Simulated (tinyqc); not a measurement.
Hydrogen passivation and dissociation of interface defects with a spread of activation energies: one step, computed by the program tinyqc.

Active defects P react as P + H2 -> HP + H and HP -> P + H; released atomic hydrogen is removed. All defects start active. Activation energies are normally distributed, independently for the two reactions.

Task: Sites at the mean energies. a = k_f0 [H2] exp(-E_f/k_B T), b = k_d0 exp(-E_d/k_B T); the active share of one kind of site is b/(a + b) + (a/(a + b)) exp(-(a + b) t).

Inputs (values chosen for the exercise, for a model interface):
```
quantity                        value    unit
mean passivation energy E_f      1.62      eV
prefactor k_f0                2.2e-08  cm^3/s
mean dissociation energy E_d     2.93      eV
prefactor k_d0                4.7e+12     1/s
dissolved hydrogen [H2]       2.7e+17   cm^-3
anneal temperature T              710       K
anneal time t                     450       s
```

Ambient: hydrogen.

Constants: k_B = 8.617333262e-05 eV/K.

Give: passivation rate a; dissociation rate b; active share, single energy; steady active share, single energy.

Result:

passivation rate a = 0.01882 1/s

dissociation rate b = 7.484e-09 1/s

active share, single energy = 2.105e-04

steady active share, single energy = 3.977e-07
